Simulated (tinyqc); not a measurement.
# Zener tunnelling in a reverse-biased junction, two-band WKB: effect of the band gap with the mass tied to it

Abrupt p-n junction, depletion approximation. Energies E are counted from the conduction-band edge of the neutral n side; its Fermi level lies at dn, that of the p side at dn - V, and the valence-band edge of the neutral p side at Em = dn + dp - V. Tunnelling needs 0 < E < Em. Two-band dispersion with equal masses m: inside the gap kappa = sqrt(m u (1 - u/Eg)/C), u the distance from a band edge, C = hbar^2/(2 m0).

The mass follows the gap, m = 0.082 Eg/1.36 eV, as in a two-band model with a fixed matrix element; Nc, Nv and eps_r are held. Nd = Nc F12(dn/Vt), Na = Nv F12(dp/Vt), F12(x) = (2/sqrt(pi)) int_0^infinity sqrt(u)/(1 + exp(u - x)) du; dn = EF - Ec on the n side, dp = Ev - EF on the p side (negative outside the bands); Vbi = Eg + dn + dp. W = sqrt(2 eps0 eps_r (Vbi - V)(1/Na + 1/Nd)/q), mean field F = (Vbi - V)/W, peak field 2 F. In a uniform field F the exponent is S = pi sqrt(m/C) Eg^1.5/(4 F). Transverse energy Et = C kt^2/m raises it to S (1 + 4 Et/Eg), so T = exp(-S) exp(-Et/Eb) with Eb = Eg/(4 S). KJ = (2 q^2/h) m/(4 pi C) (times 1e14 for A/cm^2 per eV^2). J = KJ exp(-S) Eb times the integral from 0 to Em of [f(E - dn) - f(E - dn + V)] [1 - exp(-min(E, Em - E)/Eb)] dE, f(x) = 1/(1 + exp(x/Vt)), with S and Eb from the mean field; J > 0 flows from p to n.

Parameters, values chosen for the exercise; band and dielectric values close to those of indium phosphide: temperature T = 300 K; relative permittivity eps_r = 12.7; conduction-band density of states at 300 K Nc = 5.7e17 cm^-3; valence-band density of states at 300 K Nv = 1.11e19 cm^-3; band-edge mass of the two-band model m = 0.082 m0; acceptor density Na = 1.6e19 cm^-3; donor density Nd = 1.8e18 cm^-3; bias of the p side V = -0.55 V.

Constants: q = 1.602176634e-19 C, kB = 1.380649e-23 J/K, hbar = 1.054571817e-34 J s, h = 6.62607015e-34 J s, m0 = 9.1093837015e-31 kg, Vt = kB T/q, eps0 = 8.8541878128e-14 F/cm where lengths are in cm, hbar^2/(2 m0) = 0.0380998212 eV nm^2. Results are converted to the units shown.

Result of one run:
```
Vbi (V)  mean field (MV/cm)      S  J (A/cm^2)  S at fixed m
2.120                0.5547  74.12  -4.730e-26         60.52
```

Which band gap Eg gave this result: 0.68, 1.46, 1.85 or 2.04 eV?

Eg = 2.04 eV.

The whole series:
```
Eg (eV)  Vbi (V)  mean field (MV/cm)      S  J (A/cm^2)  S at fixed m
0.68      0.7598              0.3886  11.76      -39.77         16.63
0.87      0.9498              0.4158  17.99    -0.08425         22.49
1.07       1.150              0.4426  25.56   -4.639e-5         28.81
1.26       1.340              0.4667  33.61   -1.558e-8         34.92
1.46       1.540              0.4908  42.91  -1.496e-12         41.42
1.65       1.730              0.5126  52.47  -1.100e-16         47.64
1.85       1.930              0.5346  63.25  -2.400e-21         54.23
2.04       2.120              0.5547  74.12  -4.730e-26         60.52
```

S rises from 11.8 to 74.1, as Eg^(1.68), against Eg^(1.18) at fixed m; at a fixed field the powers would be 2 and 1.5, and the field grows with Vbi. |J| falls from 39.8 to 4.73e-26 A/cm^2.

Range of the model: Parabolic densities of states, no band tails and no gap narrowing, all of which matter at such doping.

tinyqc, about 0.02 s, one thread, Intel Xeon 2.30GHz (shared host): `OMP_NUM_THREADS=1 python tinyqc.py 2620121 2620122 out.jsonl`
